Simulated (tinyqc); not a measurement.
Comparisons within one model: ellipsoidal valleys in the axes of a wafer and a channel. A value that a table varies takes the place of the one given here.

Valleys with axes a along x, y and z, two valleys each; inverse mass tensor w = 1/mt + (1/ml - 1/mt) a a. Device axes: z = nz/|nz|, x = nx/|nx|, y = z cross x; in them a = (ax, ay, az). Confinement mass mz = 1/w_zz. In the plane w_ij is replaced by u_ij = w_ij - w_iz w_jz/w_zz (i, j = x, y); density-of-states mass md = 1/sqrt(det u); conductivity mass along x mc = 1/u_xx; ballistic transport mass mx = u_yy/det u, width mass my = 1/u_yy.

Hard walls: E_n = c (n pi/t)^2/mz, c = hbar^2/2m0, n = 1, 2, 3. Non-degenerate share of a valley proportional to md sum_n exp(-E_n/kT); mean 1/mc = sum of share/mc. 1 nm = 10 angstrom.

Constants: hbar^2/2m0 = 3.80998211 eV angstrom^2; kB = 8.617333262e-05 eV/K.

Inputs chosen for the exercise (near those of the Delta valleys of Si; the results hold for these values, not for the real material):
```
symbol  value      unit  meaning
ml      0.881      m0    longitudinal mass
mt      0.189      m0    transverse mass
t       7.5        nm    thickness of the film
T       400        K     temperature
nz      (1, 1, 0)        surface normal (confinement)
nx      (0, 0, 1)        channel direction
```

## Wafer and channel orientation

For each face/channel: the lowest ladder (mz, number of valleys, md, E1, share) and the mean conductivity mass over all valleys.

Results:
```
face/channel     mz  valleys     md  E1 (meV)  share  mean mc
(110)/[1-10]  0.311        4  0.318      21.5  0.721   0.3542
(112)/[11-1]  0.397        2  0.282      16.8  0.393   0.3144
(113)/[1-10]  0.529        2  0.244      12.6  0.422   0.2501
(111)/[11-2]  0.256        6  0.351      26.1  1.000   0.2929
(001)/[100]   0.881        2  0.189       7.6  0.456   0.2404
(110)/[1-11]  0.311        4  0.318      21.5  0.721   0.3068
(210)/[001]   0.509        2  0.249      13.1  0.418   0.2413
```

The mean conductivity mass is lowest, 0.2404, for (001)/[100] and highest, 0.3542, for (110)/[1-10]; the bulk value is 0.2560. The confinement energy is lowest on the face with the heaviest mz ((001), 8 meV). The density of states of the lowest ladder, valleys times md, runs between 0.378 and 2.104; a small value limits the charge through the quantum capacitance.

## Thickness of the film

Share of the lowest ladder and mean conductivity mass.

Results:
```
t (nm)  lowest E1 (meV)  spread of E1 (meV)  share of the lowest ladder  mean mc
2.0               302.0               195.3                       0.998   0.1893
3.0               134.2                86.8                       0.951   0.1966
4.0                75.5                48.8                       0.866   0.2113
5.0                48.3                31.3                       0.796   0.2250
7.0                24.7                15.9                       0.729   0.2400
10.0               12.1                 7.8                       0.699   0.2475
14.0                6.2                 4.0                       0.679   0.2527
```

The spread falls as 1/t^2 and passes kT = 34.5 meV between t = 4 and 5 nm; the share of the lowest ladder goes from 0.998 to 0.679 and the mean mass goes from 0.1893 to 0.2527, against 0.2560 for equal shares, the limit of a thick film (the bulk value 3/(1/ml + 2/mt) is 0.2560). Three subbands a valley become too few once E3 nears kT. In the thinnest rows E1 (302 meV) is beyond the parabolic range.

## What each parameter does

Lowest E1, its share and the mean conductivity mass. Each row changes one parameter from the base and keeps the others.

Results:
```
case           lowest E1 (meV)   share  mean mc (m0)
base                     21.48  0.7213        0.2420
ml = 0.969 m0            21.13  0.7226        0.2433
mt = 0.208 m0            19.86  0.7152        0.2658
t = 6.75 nm              26.52  0.7342        0.2389
T = 440 K                21.48  0.7165        0.2431
```

The largest shifts from the base row, up to three for each result and ties (the steps differ in size, so this ranks the rows, not the parameters). lowest E1 (meV): t +5.04, mt -1.62, ml -0.34; unchanged at the printed digits by T. share: t +0.0129, mt -0.0061, T -0.0047. mean mc (m0): mt +0.0239, t -0.0031, ml +0.0014.

tinyqc: `OMP_NUM_THREADS=1 python tinyqc.py 1880572 1880573 out.jsonl`; about 0.01 s, one thread, shared Intel(R) Xeon(R) Processor @ 2.30GHz.
